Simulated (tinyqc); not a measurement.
Hueckel theory of the pi electrons, for the molecule [CH2]c1cccc(F)c1 (SMILES; centres numbered as the heavy atoms are written), step by step. Computed by tinyqc, a small Python program that keeps every step. Settings: charge = 0. Command: `OMP_NUM_THREADS=1 python tinyqc.py 27919 27920 out.jsonl` (the two numbers bound the seeds that draw the settings). One thread of a shared host (Intel(R) Xeon(R) Processor @ 2.60GHz), about 0.01 s of CPU time with the checks.

## The Hueckel matrix

Centres:
```
centre  z_r, pi electrons of the neutral centre       h
1C                                            1  0.0000
2C                                            1  0.0000
3C                                            1  0.0000
4C                                            1  0.0000
5C                                            1  0.0000
6C                                            1  0.0000
7F                                            2  3.3900
8C                                            1  0.0000
```

Bonds:
```
i  j       k
1  2       1
2  3       1
3  4       1
4  5       1
5  6       1
6  7  0.7600
6  8       1
8  2       1
```

H_rr = alpha + h_r beta, H_rs = k_rs beta for bonded centres.

Hueckel matrix in units of beta (H = alpha + beta A), lower triangle:
```
        1C      2C      3C      4C      5C      6C      7F      8C
1C  0.0000
2C  1.0000  0.0000
3C  0.0000  1.0000  0.0000
4C  0.0000  0.0000  1.0000  0.0000
5C  0.0000  0.0000  0.0000  1.0000  0.0000
6C  0.0000  0.0000  0.0000  0.0000  1.0000  0.0000
7F  0.0000  0.0000  0.0000  0.0000  0.0000  0.7600  3.3900
8C  0.0000  1.0000  0.0000  0.0000  0.0000  1.0000  0.0000  0.0000
```

## Orbitals

pi electrons, sum of z_r less the charge = 9

Diagonalise; E = alpha + x beta with beta < 0, so the largest x are filled first; degenerate levels share their electrons. P = sum n_i c_ri c_si; each orbital has its largest coefficient positive (the first on a tie).

x values: 3.5847  2.0571  1.2336  0.9372  0.0000  -1.0309  -1.2768  -2.1149

occupations: 2.0000  2.0000  2.0000  2.0000  1.0000  0.0000  0.0000  0.0000

coefficients:
```
       MO1      MO2      MO3      MO4      MO5      MO6      MO7      MO8
1C  0.0077   0.2528  -0.3856  -0.0490   0.7559   0.0349  -0.3980  -0.2320
2C  0.0276   0.5201  -0.4757  -0.0460   0.0000  -0.0360   0.5082   0.4907
3C  0.0147   0.4274  -0.0320  -0.5009  -0.3780  -0.4873  -0.1645  -0.3972
4C  0.0253   0.3592   0.4362  -0.4235   0.0000   0.5383  -0.2982   0.3494
5C  0.0758   0.3114   0.5701   0.1040   0.3780  -0.0677   0.5452  -0.3417
6C  0.2465   0.2815   0.2670   0.5210   0.0000  -0.4686  -0.3980   0.3732
7F  0.9623  -0.1605  -0.0941  -0.1614   0.0000   0.0806   0.0648  -0.0515
8C  0.0765   0.3897  -0.1691   0.5069  -0.3780   0.4895  -0.0864  -0.4085
```

charge and bond-order matrix P, lower triangle:
```
         1C       2C       3C       4C       5C      6C       7F      8C
1C   1.0016
2C   0.6348   0.9993
3C   0.0045   0.5219   1.0126
4C  -0.1129  -0.0010   0.7041   0.9985
5C  -0.0055  -0.2238  -0.0151   0.6367   1.0200
6C  -0.1109   0.0045  -0.2911   0.0064   0.6256  0.9655
7F   0.0221  -0.0095   0.0589  -0.0121  -0.0950  0.1655   1.9733
8C  -0.0068   0.5239  -0.0187  -0.2931   0.0241  0.6949  -0.1098  1.0293
```

## Energy, charges, bond orders

E = sum n x; q_r = z_r - P_rr; bond order p = P_rs; free valence = sqrt(3) - sum of p over the bonds of the atom.

pi energy = 9 alpha + this times beta = 15.6251

pi charges: 1C -0.0016, 2C 0.0007, 3C -0.0126, 4C 0.0015, 5C -0.0200, 6C 0.0345, 7F 0.0267, 8C -0.0293

Bond orders and lengths from R = 1.517 - 0.180 p (angstrom, C-C alone):
```
bond       p       R
1-2   0.6348  1.4027
2-3   0.5219  1.4231
3-4   0.7041  1.3903
4-5   0.6367  1.4024
5-6   0.6256  1.4044
6-7   0.1655       -
6-8   0.6949  1.3919
8-2   0.5239  1.4227
```

free valence of the carbons: 1C 1.0973, 2C 0.0514, 3C 0.5060, 4C 0.3912, 5C 0.4697, 6C 0.2460, 8C 0.5132

gap between the highest filled and the next level = 1.0309 |beta|
